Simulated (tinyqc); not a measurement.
Band gaps under pressure and temperature from deformation potentials: one step. Volume under pressure. Four cases, with inputs chosen for the exercise.

Question. Give B0, V/V0, ln(V/V0), the change of the lattice constant and the linear estimate -P/B0.

Murnaghan: V/V0 = (1 + Bp P/B0)^(-1/Bp), B0 = (C11 + 2 C12)/3. Each gap moves by a ln(V/V0) with its volume potential a, and falls with temperature by aV T^2/(T + bV) (Varshni); the two effects are added. No change of phase is considered.

Case 1.

Values chosen (near those of Si, the X and L potentials typical of such crystals; the results hold for these values, not for the real material): C11 = 164.5 GPa; C12 = 64 GPa; Bp = 4.6 (pressure derivative of the bulk modulus); P = 3 GPa (pressure).

Case 2.

Values chosen (near those of AlAs, the X and L potentials typical of such crystals; the results hold for these values, not for the real material): C11 = 123.4 GPa; C12 = 54.2 GPa; Bp = 3.98 (pressure derivative of the bulk modulus); P = 4.6 GPa (pressure).

Case 3.

Values chosen (near those of Si, the X and L potentials typical of such crystals; the results hold for these values, not for the real material): C11 = 164.2 GPa; C12 = 63.3 GPa; Bp = 4.07 (pressure derivative of the bulk modulus); P = 1.7 GPa (pressure).

Case 4.

Values chosen (near those of GaSb, the X and L potentials typical of such crystals; the results hold for these values, not for the real material): C11 = 87.4 GPa; C12 = 39.9 GPa; Bp = 4.36 (pressure derivative of the bulk modulus); P = 0.9 GPa (pressure).

Give: B0; V/V0; ln(V/V0); change of a; -P/B0.

Answer.

Case 1.

B0 = 97.50 GPa
V/V0 = 0.97163
ln(V/V0) = -0.02878
change of a = -0.955 %
-P/B0 = -0.03077

The stiffening under pressure makes the compression 6.5 % smaller than the linear estimate.

Case 2.

B0 = 77.27 GPa
V/V0 = 0.94797
ln(V/V0) = -0.05343
change of a = -1.765 %
-P/B0 = -0.05953

The stiffening under pressure makes the compression 10.3 % smaller than the linear estimate.

Case 3.

B0 = 96.93 GPa
V/V0 = 0.98320
ln(V/V0) = -0.01694
change of a = -0.563 %
-P/B0 = -0.01754

The stiffening under pressure makes the compression 3.4 % smaller than the linear estimate.

Case 4.

B0 = 55.73 GPa
V/V0 = 0.98452
ln(V/V0) = -0.01561
change of a = -0.519 %
-P/B0 = -0.01615

The stiffening under pressure makes the compression 3.4 % smaller than the linear estimate.

Computed by tinyqc, one run a case: `OMP_NUM_THREADS=1 python tinyqc.py N N+1 out.jsonl` with N = 1080902, 1081314, 1081441, 1081444; one thread of a shared Intel(R) Xeon(R) Processor @ 2.30GHz, about 0.01 s a run at most.
